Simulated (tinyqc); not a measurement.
# Changing the time step dt

Model: finite-difference solution of the diffusion equation on a small grid. Computed by tinyqc, a small Python program. Command: `OMP_NUM_THREADS=1 python tinyqc.py 3015119 3015120 out.jsonl fdiff sweep`. One thread of a shared host (Intel(R) Xeon(R) Processor @ 2.30GHz), about 0.01 s of CPU time with the checks.

dC/dt = D d2C/dx2 on nodes x_j = j dx, j = 0..8; the far end is sealed.

Inputs (values chosen for the exercise):
```
quantity           value    unit
diffusivity D      0.089  nm^2/s
grid spacing dx       25      nm
final time t_f     24000       s
loss velocity h  0.00052    nm/s
```

Boundary at x = 0: surface loss. Scheme: explicit.

start values C_j, j = 0, 1, ... (% of a reference): 0.439  8.62  72  100  54.5  39.2  5.64  0  0

Method:
- The operator M acts as (M C)_j = C_(j-1) - 2 C_j + C_(j+1); at the sealed far end a mirror node gives 2 C_(N-2) - 2 C_(N-1); at j = 0, the outward flux h C_0 gives 2 C_1 - (2 + 2 h dx/D) C_0.
- r = D dt/dx^2.
- With r = D dt/dx^2: (1 - theta r M) C(new) = (1 + (1 - theta) r M) C(old); theta = 0 explicit, 1 implicit, 1/2 Crank-Nicolson.
- The run takes n = round(t_f/dt) steps of length t_f/n.
- The dose is the trapezoidal sum of C dx; the error is the largest difference from exp(M D t/dx^2) C(0), the exact time evolution on the same grid.

One run for each value:
```
time step dt (s)  largest error at t_f (%)  mesh ratio r  final C_4 (%)  final dose (% nm)
93.75                               0.0384       0.01335          39.56               6695
187.50                              0.0767       0.02670          39.52               6695
375.00                              0.1530       0.05340          39.45               6695
750.00                              0.3041       0.10680          39.31               6695
1500.00                             0.5997       0.21360          39.02               6695
```

Over the rows, largest error at t_f (%) rises from 0.0384 to 0.600 (exponent d ln y / d ln x about 0.99 throughout). The exponent of largest error at t_f stays between 0.98 and 1.00, near 1: first order in the step.

Extremes, crossings and ranges named in words are read from the listed rows.
